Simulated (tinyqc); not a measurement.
What moves lifetime and leakage: Shockley-Read-Hall recombination through one deep level.

One level at Et with degeneracy 1: tn = 1/(sn vth Nt), tp = 1/(sp_ vth Nt), n1 = Nc exp((Et - Eg)/kT), p1 = Nv exp(-Et/kT), ni^2 = n1 p1. Equilibrium n0 = Nm, p0 = ni^2/Nm; n = n0 + dn, p = p0 + dn. U = (n p - ni^2)/(tp (n + n1) + tn (p + p1)), lifetime dn/U; emission rates en = sn vth n1, ep = sp_ vth p1.

Constants: kB = 8.617333262e-05 eV/K.

Values chosen for the exercise (gap and densities of states near those of Si at this temperature; not measured data): Eg = 1.121 eV (gap); Nc = 2.77e+19 1/cm^3 (conduction-band density of states); Nv = 1.13e+19 1/cm^3 (valence-band density of states); T = 300 K; Et = 0.718 eV (recombination level above Ev); Nt = 1e+16 1/cm^3 (defects); sn = 7.5e-15 cm^2 (electron capture cross-section); sp_ = 1.8e-16 cm^2 (hole capture cross-section); vth = 19000000 cm/s (thermal velocity, both carriers); Nm = 1e+17 1/cm^3 (equilibrium electrons for the lifetime steps); dn = 5.8e+16 1/cm^3 (excess pairs).

G = Nt en ep/(en + ep).

Results for these values:

| case | lifetime (microsecond) | G (1/(cm^3 s)) |
|---|---|---|
| base | 0.02950 | 3.35e+14 |

What happens to each result for Et = 0.758 eV, all else kept?

Answer: lifetime does not change at the printed digits; G falls from 3.35e+14 to 7.13e+13.

The same for each parameter in turn:

| case | lifetime (microsecond) | G (1/(cm^3 s)) |
|---|---|---|
| base | 0.02950 | 3.35e+14 |
| Et = 0.758 eV | 0.02950 | 7.13e+13 |
| sn = 1.5e-14 cm^2 | 0.02937 | 3.35e+14 |
| sp_ = 3.6e-16 cm^2 | 0.01488 | 6.70e+14 |
| Nt = 5e+15 1/cm^3 | 0.05900 | 1.68e+14 |
| Nm = 3e+17 1/cm^3 | 0.02935 | 3.35e+14 |
| dn = 1.74e+17 1/cm^3 | 0.02969 | 3.35e+14 |

tinyqc: `OMP_NUM_THREADS=1 python tinyqc.py 1650246 1650247 out.jsonl`; about 0.01 s, one thread, shared Intel(R) Xeon(R) Processor @ 2.30GHz.
